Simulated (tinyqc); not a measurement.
# AlGaN/GaN HEMT with access regions, lumped model: what changes with what

A polarisation-induced electron sheet under a Schottky gate, in series with two ungated access regions and contacts. Drift law v = mu E/(1 + mu E/vs) under the gate. Currents in mA/mm, resistances in ohm mm. No self-heating, no channel-length modulation; fits for polarisation, barrier and offset are chosen for the exercise.

Parameters, values chosen for the exercise; values close to those of AlGaN/GaN structures: aluminium share of the barrier x = 0.22; barrier thickness d = 15 nm; relative permittivity of barrier and channel eps_r = 9.2; channel mobility mu = 1300 cm^2/(V s); saturation velocity vs = 1.5e7 cm/s; gate length Lg = 1.5 um; source access length Ls = 1 um; drain access length Ld = 16 um; resistance of each contact Rc = 0.16 ohm mm; share of the drain-access electrons removed by traps ft = 0; gate voltage Vg = 0 V; critical field Ec = 2.9 MV/cm; depth over which the depleted charge spreads te = 0.36 um; insulator under the field plate tf = 500 nm; relative permittivity of that insulator ei = 7.5.

Constants: q = 1.602176634e-19 C, eps0 = 8.8541878128e-14 F/cm where lengths are in cm. Results are converted to the units shown.

Each table varies one quantity; the others keep the values above.

## Effect of the source access length

sigma = (5e13 x + 1.6e13 x^2) cm^-2, phiB = 0.84 + 1.3 x, dEc = 0.7 (1.71 x + x^2) in volts, Cb = eps0 eps_r/d, VT = phiB - dEc - q sigma/Cb, access density n0 = -Cb VT/q. Access resistance R(L, n) = L/(q mu n sqrt(1 - (I/(q n vs))^2)); Rs = Rc + R(Ls, n0), Rd = Rc + R(Ld, (1 - ft) n0). Vg' = Vg - I Rs, Vd' = Vd - I (Rs + Rd); with u = Vg' - VT, Vc = vs Lg/mu and w the smaller of Vd' and Vc [sqrt(1 + 2 u/Vc) - 1] (0 if negative), the channel gives (mu Cb/Lg)(u w - w^2/2)/(1 + w/Vc). I equals that channel current. Isat is I at Vd = 10 V, gm = dIsat/dVg, Ron the limit of Vd/I at small Vd.

The same in every row: VT (V) = -2.645; n0 (cm^-2) = 8.965e12.

Results:

| Ls (um) | Ron (ohm mm) | Isat (mA/mm) | gm (mS/mm) |
|---|---|---|---|
| 0.1 | 9.745 | 666.4 | 368.7 |
| 0.3 | 9.852 | 640.0 | 349.6 |
| 1 | 10.23 | 564.4 | 298.0 |
| 1.5 | 10.50 | 521.8 | 270.7 |
| 2.5 | 11.03 | 455.0 | 229.9 |
| 4 | 11.83 | 383.8 | 188.7 |

Estimate the missing row, Ls = 0.6 um.

Computed row:

| Ls (um) | Ron (ohm mm) | Isat (mA/mm) | gm (mS/mm) |
|---|---|---|---|
| 0.6 | 10.01 | 604.9 | 325.1 |

With this row back in the table: As Ls goes from 0.1 to 4 um, Ron rises from 9.75 to 11.8 ohm mm, Isat falls from 666 to 384 mA/mm and gm falls from 369 to 189 mS/mm. The ceiling Cb vs is 815 mS/mm. For Ls = 0.1 to 1.5 um the power passes 5 W/mm, where self-heating, left out here, lowers the current.

## Field plate: effect of the aluminium share of the barrier

Off state: a depleted stretch that holds the voltage V has the peak field sqrt(k V), k = 2 q n0/(eps0 eps_r te), so one edge holds V1 = Ec^2/k. The sheet under the plate pinches off at Vf = q n0 (1/Cb + tf/(eps0 ei)); beyond it the gate edge is screened. BV = V1 if Vf >= V1, else Vf + V1, and at most Ec Ld.

The same in every row: Ec Ld (V) = 4640.0.

Results:

| x | Vf (V) | V1 (V) | BV (V) |
|---|---|---|---|
| 0.14 | 55.169 | 172.41 | 227.58 |
| 0.22 | 110.80 | 85.848 | 85.848 |
| 0.26 | 139.70 | 68.086 | 68.086 |
| 0.3 | 169.33 | 56.172 | 56.172 |
| 0.34 | 199.69 | 47.633 | 47.633 |
| 0.38 | 230.77 | 41.217 | 41.217 |

Estimate the missing row, x = 0.18.

Computed row:

| x | Vf (V) | V1 (V) | BV (V) |
|---|---|---|---|
| 0.18 | 82.619 | 115.13 | 197.75 |

With this row back in the table: BV falls from 228 to 41.2 V. The plate helps (Vf < V1) in 2 of the 7 rows, and the access length caps BV in 0. More sheet charge lowers Ron but steepens the field, so V1 falls.

## Effect of the gate voltage

Same model as above.

The same in every row: VT (V) = -2.645; n0 (cm^-2) = 8.965e12.

Effect of the gate voltage:

| Vg (V) | Ron (ohm mm) | Isat (mA/mm) | gm (mS/mm) |
|---|---|---|---|
| -2.2 | 14.20 | 33.94 | 133.0 |
| -1.7 | 11.67 | 120.0 | 204.0 |
| -1.1 | 10.80 | 258.2 | 252.3 |
| -0.6 | 10.46 | 391.1 | 277.9 |
| -0.1 | 10.26 | 534.7 | 295.3 |
| 0.4 | 10.12 | 685.4 | 306.6 |
| 1 | 10.01 | 843.2 | 114.3 |
| 1.5 | 9.937 | 877.9 | 44.21 |

As Vg goes from -2.2 to 1.5 V, Ron falls from 14.2 to 9.94 ohm mm, Isat rises from 33.9 to 878 mA/mm and gm goes from 133 through a maximum of 307 (at Vg = 0.4 V among the rows listed) to 44.2 mS/mm. The ceiling Cb vs is 815 mS/mm. For Vg = -0.1 to 1.5 V the power passes 5 W/mm, where self-heating, left out here, lowers the current. For Vg = 1 to 1.5 V the gated channel is not yet saturated at 10 V, because the access regions take the voltage, and gm drops. For Vg = 1 to 1.5 V Vg comes within 0.2 V of phiB or passes it, so at low drain current, as for Ron, the Schottky gate would conduct.

tinyqc, about 0.01 s, one thread, Intel Xeon 2.30GHz (shared host): `OMP_NUM_THREADS=1 python tinyqc.py 2570141 2570142 out.jsonl`
